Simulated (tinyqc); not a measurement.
Off-state leakage of single and stacked transistors: one step of the calculation.

n-channel devices of unit width. Subthreshold current I(Vg, Vs, Vd) = I0 (T/300 K)^0.5 exp[(Vg - Vs - VT(T) - gb (Vs - Vb) + dd (Vd - Vs))/(nf Vt)] (1 - exp(-(Vd - Vs)/Vt)), VT(T) = VT - cT (T - 300 K). Gate-edge tunnelling Ig (Vd/1 V) exp(ag (Vd - 1 V)), for a gate at 0 V, and band-to-band leakage Ab u exp(-Bb/u), u = Vd - Vb + 1 V, flow at a drain held at V; both are taken as independent of T. In a stack of off transistors (all gates at 0 V) the same subthreshold current passes through each.

Problem. Leakage of one transistor. Vg = Vs = 0, Vd = V; effective threshold VT(T) - gb Vb - dd V.

Values chosen for this exercise; values of the order met in bulk silicon logic transistors: temperature T = 330 K; supply voltage V = 1.1 V; threshold at 300 K, zero drain and body bias VT = 0.34 V; fall of the threshold with temperature cT = 0.6 mV/K; current at threshold at 300 K I0 = 0.57 uA/um; slope factor nf = 1.22; drain-induced lowering per volt dd = 0.09; rise of the threshold per volt of source-body bias gb = 0.19; gate-edge tunnelling current at 1 V Ig = 0.0002 uA/um; exponential slope of the gate current ag = 3.2 1/V; prefactor of band-to-band leakage at the drain Ab = 1 uA/(um V); its exponential voltage Bb = 27 V; body voltage Vb = -0.3 V.

Constants: q = 1.602176634e-19 C, kB = 1.380649e-23 J/K, Vt = kB T/q. Results are converted to the units shown.

Wanted: effective threshold; parts; total; shares.

Solution.

effective threshold = 0.28000 V
parts (nA/um): subthreshold 0.18686, gate edge 0.30297, band-to-band 0.031218
total = 0.52104 nA/um
shares (%): subthreshold 35.862, gate edge 58.147, band-to-band 5.9914

The gate edge part is the largest.

Computed by the program tinyqc: `OMP_NUM_THREADS=1 python tinyqc.py 2242153 2242154 out.jsonl`, one thread of a shared Intel Xeon 2.30GHz, about 0.03 s for the whole run.
